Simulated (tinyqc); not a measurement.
# Inputs raised by 10 %, one at a time

Model: Stillinger-Weber potential for a tetrahedral semiconductor. Computed by tinyqc, a small Python program. Command: `OMP_NUM_THREADS=1 python tinyqc.py 3007116 3007117 out.jsonl swsi sens`. One thread of a shared host (Intel(R) Xeon(R) Processor @ 2.30GHz), about 0.1 s of CPU time with the checks.

With x = r/sigma: pair term eps A (B x^-4 - 1) exp(1/(x - a)); for each pair of neighbours j, k of atom i, three-body term eps lambda exp(gamma/(x_ij - a) + gamma/(x_ik - a)) (cos theta_jik + 1/3)^2; both vanish beyond x = a. A = 7.049556277, B = 0.6022245584, a = 1.8.

Inputs (values chosen for the exercise, modelled on silicon): energy scale eps = 2.215 eV; length scale sigma = 2.102 angstrom; three-body strength lambda = 21.4; gamma = 1.2.

Constants: 1 eV/angstrom^3 = 160.2176634 GPa.

Method. All angles are tetrahedral, so only the pair term acts; its minimum lies at x = 2^(1/6) with depth eps, and second neighbours lie beyond the cut-off. a0 = 4 d/sqrt3; E = -2 eps per atom. Second derivatives of the energy per atom, volume a0^3/8: e_xx gives C11, e_xx = -e_yy gives 2 (C11 - C12), e_xy = e_yx = h/2 gives the unrelaxed C44(0). Under that shear the second sublattice shifts by u_z; minimising over u_z gives C44 = C44(0) - E_hu^2/(E_uu V) and Kleinman's zeta = |E_hu/E_uu|/(a0/4). The optical force constant is k = 4 E_uu, with M omega^2 = k at the zone centre.

Runs:
```
input moved                     from      to  C11 (GPa)  C44 (GPa)  internal strain zeta  optical force constant k (eV/angstrom^2)
base run                           -       -     154.13     57.914               0.62366                                    37.260
energy scale eps (eV)          2.215  2.4365     169.54     63.705               0.62366                                    40.986
length scale sigma (angstrom)  2.102  2.3122     115.80     43.512               0.62366                                    30.794
three-body strength lambda      21.4   23.54     159.28     62.146               0.59615                                    38.195
gamma                            1.2    1.32     138.76     43.927               0.71455                                    34.472
```

Exponents ln(y'/y) / ln(x'/x):
```
input                          C11    C44  internal strain zeta  optical force constant k
energy scale eps             1.000   1.00                 0.000                     1.000
length scale sigma          -3.000  -3.00                 0.000                    -2.000
three-body strength lambda   0.345   0.74                -0.473                     0.260
gamma                       -1.102  -2.90                 1.427                    -0.816
```

Which inputs matter most for each result?

Among the inputs moved here: C11 answers most in size to length scale sigma (exponent -3.000), next to gamma (-1.102). Its exponent +1.000 in energy scale eps: eps sets the scale. Its exponent -3.000 in length scale sigma: energy over volume. C44 answers most in size to length scale sigma (exponent -3.000), next to gamma (-2.900). Its exponent -3.000 in length scale sigma: energy over volume. Internal strain zeta answers most in size to gamma (exponent +1.427), next to three-body strength lambda (-0.473); its exponent is below 0.0005 for energy scale eps, length scale sigma. Its exponent 0.000 in energy scale eps: zeta depends only on the ratio of bending to stretching stiffness. Optical force constant k answers most in size to length scale sigma (exponent -2.000), next to energy scale eps (+1.000). Its exponent -2.000 in length scale sigma: energy over length squared.

Caution (all rows): the original fit to silicon is too soft in shear (C44) and too stiff for the optical mode.
